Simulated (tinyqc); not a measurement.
Inside a calculation. Method: coherent transport through a tight-binding region between two chains. Computed by tinyqc, a small Python program that keeps every step. Settings: temperature = 300, mu = 0.21. Command: `OMP_NUM_THREADS=1 python tinyqc.py 22078 22079 out.jsonl` (the two numbers bound the seeds that draw the settings). One thread of a shared host (Intel(R) Xeon(R) Processor @ 2.60GHz), about 0.1 s of CPU time with the checks.

## Transmission at E = 0.19 eV

H of the central region (eV):
```
         1        2        3
1  -0.2700  -1.9600   0.0000
2  -1.9600   0.2000  -1.6900
3   0.0000  -1.6900  -0.6700
```

Leads: semi-infinite chains with site energy 0:
```
parameter                           value
lead hopping t (eV)              2.170000
coupling to the left lead (eV)   0.820000
coupling to the right lead (eV)  0.870000
left contact site                       1
right contact site                      3
```

E = 0.1900 eV

Surface Green function g = (E - i sqrt(4 t^2 - E^2)) / (2 t^2); self-energy tc^2 g on each contact site; G = (E - H - Sigma)^(-1); Gamma = -2 Im Sigma; T = Gamma_L Gamma_R |G_LR|^2; local density of states -Im G_ii / pi.

g = 0.0202-0.4604i 1/eV

G (1/eV):
```
                 1                2                3
1   0.5101-0.2504i   0.3545-0.0235i  -0.5895+0.2902i
2   0.3545-0.0235i  -0.0845-0.0506i   0.1801+0.0270i
3  -0.5895+0.2902i   0.1801+0.0270i   0.6847-0.3364i
```

local density of states (1/eV): 0.0797  0.0161  0.1071

transmission = 0.1863

## Transmission across the band

The same steps on a grid of energies.

T(E):
```
E (eV)            T
-4.123000    0.0007
-3.710700    0.0060
-3.298400    0.0495
-2.886100    0.9219
-2.473800    0.2546
-2.061500    0.1448
-1.649200    0.1546
-1.236900    0.2539
-0.824600    0.6321
-0.412300    0.8475
0.000000     0.2873
0.412300     0.1246
0.824600     0.0757
1.236900     0.0602
1.649200     0.0638
2.061500     0.1074
2.473800     0.6368
2.886100     0.0855
3.298400     0.0093
3.710700     0.0017
4.123000   2.51e-04
```

levels of the isolated region (eV): -2.7379  -0.4953  2.4932

## Current

I = (2e/h) int T(E) [f(E - mu - V/2) - f(E - mu + V/2)] dE at 300 K with mu = 0.21 eV, the bias not changing H; 2e^2/h = 77.48092 microsiemens; the integral runs over the band on 4001 points.

Current:
```
V (volt)  I (microampere)
0.0100             0.1396
0.0500             0.6983
0.1000             1.3993
0.2000             2.8211
0.4000             5.8272
0.8000            13.2866
```
